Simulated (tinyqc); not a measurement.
Inside a calculation. Method: G0W0 on RHF in the sto-3g basis, for BeH2, spin multiplicity 1. One step of it, computed by the program tinyqc.

Problem. Iteration 1: building the Fock matrix. J_ij = sum D_kl (ij|kl), K_ij = sum D_kl (ik|jl); F = H + J - 0.5 K; E = tr D H + tr D J / 2 - 0.25 tr D K + E_nn.

D at the start, order 1Be 1s, 1Be 2s, 1Be 2px, 1Be 2py, 1Be 2pz, 2H 1s, 3H 1s:
```
[[2.154234, -0.521560, 0.000000, 0.000447, 0.000000, -0.027426, -0.026252],
 [-0.521560, 2.039812, 0.000000, -0.001455, 0.000000, 0.132741, 0.131016],
 [0.000000, 0.000000, 0.000000, 0.000000, 0.000000, 0.000000, 0.000000],
 [0.000447, -0.001455, 0.000000, 0.003769, 0.000000, 0.040206, -0.040724],
 [0.000000, 0.000000, 0.000000, 0.000000, 0.000000, 0.000000, 0.000000],
 [-0.027426, 0.132741, 0.000000, 0.040206, 0.000000, 0.881445, 0.010082],
 [-0.026252, 0.131016, 0.000000, -0.040724, 0.000000, 0.010082, 0.877081]]
```

core Hamiltonian H = T + V (hartree), order 1Be 1s, 1Be 2s, 1Be 2px, 1Be 2py, 1Be 2pz, 2H 1s, 3H 1s:
```
[[-8.641394, -2.133196, 0.000000, 0.000607, 0.000000, -0.530532, -0.559431],
 [-2.133196, -2.829680, 0.000000, 0.002875, 0.000000, -1.235595, -1.270381],
 [0.000000, 0.000000, -2.286218, 0.000000, 0.000000, 0.000000, 0.000000],
 [0.000607, 0.002875, 0.000000, -2.513278, 0.000000, -1.289146, 1.314108],
 [0.000000, 0.000000, 0.000000, 0.000000, -2.286218, 0.000000, 0.000000],
 [-0.530532, -1.235595, 0.000000, -1.289146, 0.000000, -2.184740, -0.117249],
 [-0.559431, -1.270381, 0.000000, 1.314108, 0.000000, -0.117249, -2.210647]]
```

Two-electron integrals (ij|kl) in chemists' order, unique and non-zero (hartree):
```
(11|11) 2.298831    (21|11) 0.392036    (21|21) 0.079539    (22|11) 0.570988
(22|21) 0.143041    (22|22) 0.417683    (31|31) 0.014607    (32|31) 0.021888
(32|32) 0.092265    (33|11) 0.569578    (33|21) 0.143083    (33|22) 0.417589
(33|33) 0.449859    (41|41) 0.014607    (42|41) 0.021888    (42|42) 0.092265
(43|43) 0.024249    (44|11) 0.569578    (44|21) 0.143083    (44|22) 0.417589
(44|33) 0.401360    (44|44) 0.449859    (51|51) 0.014607    (52|51) 0.021888
(52|52) 0.092265    (53|53) 0.024249    (54|54) 0.024249    (55|11) 0.569578
(55|21) 0.143083    (55|22) 0.417589    (55|33) 0.401360    (55|44) 0.401360
(55|55) 0.449859    (61|11) 0.095281    (61|21) 0.019316    (61|22) 0.035001
(61|33) 0.034747    (61|41) 0.001728    (61|42) 0.003236    (61|44) 0.035528
(61|55) 0.034747    (61|61) 0.004925    (62|11) 0.215426    (62|21) 0.054673
(62|22) 0.171969    (62|33) 0.165641    (62|41) 0.007186    (62|42) 0.042690
(62|44) 0.184471    (62|55) 0.165641    (62|61) 0.014677    (62|62) 0.102377
(63|31) 0.005218    (63|32) 0.023909    (63|43) 0.007547    (63|63) 0.009875
(64|11) 0.225622    (64|21) 0.057994    (64|22) 0.191414    (64|33) 0.180080
(64|41) 0.011753    (64|42) 0.066706    (64|44) 0.213887    (64|55) 0.180080
(64|61) 0.016335    (64|62) 0.130055    (64|64) 0.171354    (65|51) 0.005218
(65|52) 0.023909    (65|54) 0.007547    (65|65) 0.009875    (66|11) 0.380670
(66|21) 0.098400    (66|22) 0.345436    (66|33) 0.320327    (66|41) 0.015760
(66|42) 0.118685    (66|44) 0.395380    (66|55) 0.320327    (66|61) 0.027225
(66|62) 0.257213    (66|64) 0.347987    (66|66) 0.774606    (71|11) 0.100519
(71|21) 0.020376    (71|22) 0.036907    (71|33) 0.036638    (71|41) -0.001828
(71|42) -0.003416   (71|44) 0.037466    (71|55) 0.036638    (71|61) 0.004735
(71|62) 0.013052    (71|64) 0.013294    (71|66) 0.023129    (71|71) 0.005481
(72|11) 0.222256    (72|21) 0.056377    (72|22) 0.176697    (72|33) 0.170262
(72|41) -0.007416   (72|42) -0.043610   (72|44) 0.189409    (72|55) 0.170262
(72|61) 0.012764    (72|62) 0.056516    (72|64) 0.056937    (72|66) 0.105320
(72|71) 0.015958    (72|72) 0.107155    (73|31) 0.005445    (73|32) 0.024783
(73|43) -0.007759   (73|63) 0.004457    (73|73) 0.010489    (74|11) -0.230961
(74|21) -0.059347   (74|22) -0.195207   (74|33) -0.183659   (74|41) 0.012154
(74|42) 0.068237    (74|44) -0.218103   (74|55) -0.183659   (74|61) -0.012887
(74|62) -0.056340   (74|64) -0.054158   (74|66) -0.103059   (74|71) -0.017648
(74|72) -0.135243   (74|74) 0.177297    (75|51) 0.005445    (75|52) 0.024783
(75|54) -0.007759   (75|65) 0.004457    (75|75) 0.010489    (76|11) 0.019916
(76|21) 0.004923    (76|22) 0.013847    (76|33) 0.013626    (76|41) 4.98e-06
(76|42) 0.000038    (76|44) 0.014282    (76|55) 0.013626    (76|61) 0.001211
(76|62) 0.005875    (76|64) 0.006656    (76|66) 0.012155    (76|71) 0.001275
(76|72) 0.005992    (76|74) -0.006720   (76|76) 0.000468    (77|11) 0.387091
(77|21) 0.100021    (77|22) 0.349330    (77|33) 0.323949    (77|41) -0.016219
(77|42) -0.120174   (77|44) 0.399810    (77|55) 0.323949    (77|61) 0.022273
(77|62) 0.103474    (77|64) 0.102289    (77|66) 0.193519    (77|71) 0.029219
(77|72) 0.263741    (77|74) -0.354839   (77|76) 0.012155    (77|77) 0.774606
```

nuclear repulsion = 3.29066024 hartree

Give: Coulomb J; exchange K; Fock matrix F; total energy of this density.

Solution.

Coulomb J (hartree), order 1Be 1s, 1Be 2s, 1Be 2px, 1Be 2py, 1Be 2pz, 2H 1s, 3H 1s:
```
[[6.5275, 1.2651, 0.0000, -0.0005, 0.0000, 0.3093, 0.3264],
 [1.2651, 2.6649, 0.0000, -0.0013, 0.0000, 1.1315, 1.1627],
 [0.0000, 0.0000, 2.6120, 0.0000, 0.0000, 0.0000, 0.0000],
 [-0.0005, -0.0013, 0.0000, 2.7604, 0.0000, 1.2792, -1.3046],
 [0.0000, 0.0000, 0.0000, 0.0000, 2.6120, 0.0000, 0.0000],
 [0.3093, 1.1315, 0.0000, 1.2792, 0.0000, 2.4055, 0.0915],
 [0.3264, 1.1627, 0.0000, -1.3046, 0.0000, 0.0915, 2.4251]]
```

exchange K (hartree), order 1Be 1s, 1Be 2s, 1Be 2px, 1Be 2py, 1Be 2pz, 2H 1s, 3H 1s:
```
[[4.7151, 0.8365, 0.0000, -0.0014, 0.0000, 0.2267, 0.2394],
 [0.8365, 1.1528, 0.0000, -0.0053, 0.0000, 0.6514, 0.6676],
 [0.0000, 0.0000, 0.2284, 0.0000, 0.0000, 0.0000, 0.0000],
 [-0.0014, -0.0053, 0.0000, 0.5733, 0.0000, 0.4352, -0.4433],
 [0.0000, 0.0000, 0.0000, 0.0000, 0.2284, 0.0000, 0.0000],
 [0.2267, 0.6514, 0.0000, 0.4352, 0.0000, 0.9835, 0.1552],
 [0.2394, 0.6676, 0.0000, -0.4433, 0.0000, 0.1552, 0.9923]]
```

Fock matrix F (hartree), order 1Be 1s, 1Be 2s, 1Be 2px, 1Be 2py, 1Be 2pz, 2H 1s, 3H 1s:
```
[[-4.4715, -1.2863, 0.0000, 0.0008, 0.0000, -0.3346, -0.3528],
 [-1.2863, -0.7411, 0.0000, 0.0042, 0.0000, -0.4298, -0.4415],
 [0.0000, 0.0000, 0.2116, 0.0000, 0.0000, 0.0000, 0.0000],
 [0.0008, 0.0042, 0.0000, -0.0395, 0.0000, -0.2275, 0.2312],
 [0.0000, 0.0000, 0.0000, 0.0000, 0.2116, 0.0000, 0.0000],
 [-0.3346, -0.4298, 0.0000, -0.2275, 0.0000, -0.2710, -0.1033],
 [-0.3528, -0.4415, 0.0000, 0.2312, 0.0000, -0.1033, -0.2817]]
```

total energy of this density = -15.395762 hartree

This density is the starting one; it is not idempotent, so its energy is not variational and may lie below the converged one.
